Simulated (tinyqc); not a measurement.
What moves the results: density of states of one tight-binding band on the square lattice. A value that a table varies takes the place of the one given here.

E(k) = -2 t (c1 + c2) - 4 t2 c1 c2 with ci = cos(2 pi ki); k in fractions of the reciprocal vectors, mesh k_i = j/N with j = 0 .. N-1. Densities are per cell and per spin, so the band holds one state.

Each square of the mesh is cut along (i, j)-(i+1, j+1) into two triangles. For corner energies e1 <= e2 <= e3 and eij = ei - ej, the share of the triangle below E is n = (E - e1)^2/(e21 e31) for e1 < E < e2 and n = 1 - (e3 - E)^2/(e31 e32) for e2 < E < e3; its density of states is g = dn/dE.

Gaussian broadening: g(E) = mean over the mesh of exp(-(E - E_k)^2/(2 sigma^2))/(sigma sqrt(2 pi)), n(E) = mean of erfc((E_k - E)/(sigma sqrt 2))/2.

Inputs chosen for the exercise:
- t = 2.26 eV (nearest hopping)
- t2 = -0.35 eV (second hopping)
- N2 = 12 (mesh points along each axis in this comparison)
- sigma = 0.452 eV (Gaussian width)
- E = 5.68 eV (energy at which the density is wanted)

## Three ways to the same curve

N = N2 here; the reference is the linear method with N = 240.

g(E) (1/eV):

| E (eV) | reference | linear triangles | Gaussian, sigma | Gaussian, sigma/4 | reference n(E) |
|---|---|---|---|---|---|
| -5.996 | 0.056 | 0.059 | 0.062 | 0.075 | 0.087 |
| -4.352 | 0.064 | 0.065 | 0.078 | 0.059 | 0.185 |
| -2.708 | 0.080 | 0.082 | 0.086 | 0.008 | 0.301 |
| -1.065 | 0.108 | 0.132 | 0.098 | 0.195 | 0.480 |
| 0.579 | 0.065 | 0.068 | 0.049 | 0.000 | 0.612 |
| 2.223 | 0.051 | 0.051 | 0.059 | 0.186 | 0.705 |
| 3.866 | 0.042 | 0.044 | 0.060 | 0.179 | 0.781 |
| 5.510 | 0.037 | 0.037 | 0.012 | 0.000 | 0.846 |
| 7.153 | 0.033 | 0.034 | 0.054 | 0.002 | 0.903 |
| 8.797 | 0.029 | 0.026 | 0.029 | 0.075 | 0.954 |

What does this show, and why?

Root-mean-square errors against the reference: 0.0077 for linear triangles, 0.0143 for sigma and 0.0766 for sigma/4. The narrow Gaussian is worse than the wide one, because it resolves the separate mesh levels. The reference is highest at -1.065 eV of the energies listed, and half filling lies between -1.065 and 0.579 eV.

## Convergence with the mesh

At the energy E; the plain count is the share of mesh points below E; the reference is the linear method with N = 240.

Results:

| N | points | g linear | n linear | g Gaussian | n Gaussian | n plain count |
|---|---|---|---|---|---|---|
| 4 | 16 | 0.0362 | 0.9138 | 0.0082 | 0.9362 | 0.9375 |
| 6 | 36 | 0.0398 | 0.8697 | 0.0197 | 0.8571 | 0.8611 |
| 8 | 64 | 0.0371 | 0.8650 | 0.0025 | 0.8591 | 0.8594 |
| 12 | 144 | 0.0366 | 0.8574 | 0.0084 | 0.8534 | 0.8542 |
| 16 | 256 | 0.0363 | 0.8550 | 0.0287 | 0.8509 | 0.8555 |
| 24 | 576 | 0.0364 | 0.8535 | 0.0389 | 0.8512 | 0.8455 |
| 48 | 2304 | 0.0363 | 0.8526 | 0.0363 | 0.8520 | 0.8485 |

reference n and g: 0.8523  0.0363

What can be read from the table?

The linear n(E) stays within 0.002 of the reference from N = 24 on. The Gaussian g still moves by more than 1 % between the last two meshes. At the last mesh it lies 0.000 1/eV from the reference g and the linear g 0.000. The plain count errs by -0.0037 at the last mesh.

## Critical points

The gradient vanishes at these points by symmetry; the signs of the eigenvalues of the second-derivative matrix give the type.

Critical points:

| point | k | E (eV) | positive | negative | type |
|---|---|---|---|---|---|
| Gamma | (0, 0) | -7.6400 | 2 | 0 | minimum |
| X | (0.5, 0) | -1.4000 | 1 | 1 | saddle |
| M | (0.5, 0.5) | 10.4400 | 0 | 2 | maximum |

How do the results move?

Gamma is a minimum at -7.640 eV: g has a step there. X is a saddle at -1.400 eV: g diverges logarithmically there. M is a maximum at 10.440 eV: g has a step there.

## What moves the count of states

Linear method and Gaussian sum with N = 48. Each row changes one parameter from the base and keeps the others.

Results:

| case | n linear | g linear (1/eV) | n Gaussian | g Gaussian (1/eV) |
|---|---|---|---|---|
| base | 0.8526 | 0.0363 | 0.8520 | 0.0363 |
| t = 2.486 eV | 0.8344 | 0.0349 | 0.8338 | 0.0350 |
| E = 5.906 eV | 0.8607 | 0.0357 | 0.8601 | 0.0357 |
| sigma = 0.904 eV | 0.8526 | 0.0363 | 0.8511 | 0.0365 |
| t2 = -0.237 eV | 0.8572 | 0.0384 | 0.8565 | 0.0384 |

How do the results move?

The largest shifts from the base row, up to three for each result and ties (the steps differ in size, so this ranks the rows, not the parameters). n linear: t -0.0182, E +0.0081, t2 +0.0046; unchanged at the printed digits by sigma. g linear (1/eV): t2 +0.0021, t -0.0013, E -0.0006; unchanged at the printed digits by sigma. n Gaussian: t -0.0181, E +0.0081, t2 +0.0046. g Gaussian (1/eV): t2 +0.0021, t -0.0013, E -0.0006.

(tinyqc, `OMP_NUM_THREADS=1 python tinyqc.py 1682746 1682747 out.jsonl`, Intel(R) Xeon(R) Processor @ 2.30GHz, 1 thread, shared host, about 0.08 s.)
